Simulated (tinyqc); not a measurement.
Double-gate transistor below threshold, two-dimensional Poisson equation on a small mesh: one step of the calculation.

Half of a symmetric double-gate structure: row 0 is the mid-plane of the body, where the normal field vanishes. Mobile charge is neglected (subthreshold), the body is fully depleted, and potentials are counted from the intrinsic level; rows run upward to the gate, columns from source to drain.

Task. Barrier, swing and barrier lowering. The barrier is read along row 0, the path farthest from the gate. Take the node j of lowest psi: barrier Vbi - psi_j; swing Vt ln 10/(d psi_j/dVg); DIBL = (d psi_j/dVd)/(d psi_j/dVg). The derivatives solve the same equations with s = 0 and a unit change of that voltage.

Parameters, values chosen for the exercise: temperature T = 325 K; potential of the source Vbi = 0.54 V.

Constants: q = 1.602176634e-19 C, kB = 1.380649e-23 J/K, Vt = kB T/q. Results are converted to the units shown.

converged psi (V):
```
              j=0         j=1         j=2         j=3         j=4         j=5         j=6
row 0   0.5400000   0.3393159   0.2471863   0.2681164   0.4152879   0.7294865   1.2400000
row 1   0.5400000   0.3325910   0.2401010   0.2599766   0.4038852   0.7157408   1.2400000
row 2   0.5400000   0.3113979   0.2189561   0.2359103   0.3695299   0.6719294   1.2400000
row 3   0.5400000   0.2723381   0.1842267   0.1970965   0.3120888   0.5895295   1.2400000
row 4   0.2600000   0.1502490   0.1032573   0.1113727   0.1789753   0.3324053   0.6100000
row 5  -0.0200000  -0.0200000  -0.0200000  -0.0200000  -0.0200000  -0.0200000  -0.0200000
```

d psi/dVg on row 0: j=0 0.00000000, j=1 0.36878514, j=2 0.58263380, j=3 0.64935617, j=4 0.58263380, j=5 0.36878514, j=6 0.00000000
d psi/dVd on row 0: j=0 0.0000000, j=1 0.0369141, j=2 0.0886105, j=3 0.1753219, j=4 0.3287557, j=5 0.5943008, j=6 1.0000000

Give: j; barrier; swing; DIBL.

Result.

j = 2
barrier = 0.2928 V
swing = 110.7 mV/decade
DIBL = 152.1 mV/V

Computed by the program tinyqc: `OMP_NUM_THREADS=1 python tinyqc.py 2480166 2480167 out.jsonl`, one thread of a shared Intel Xeon 2.30GHz, about 0.2 s for the whole run.
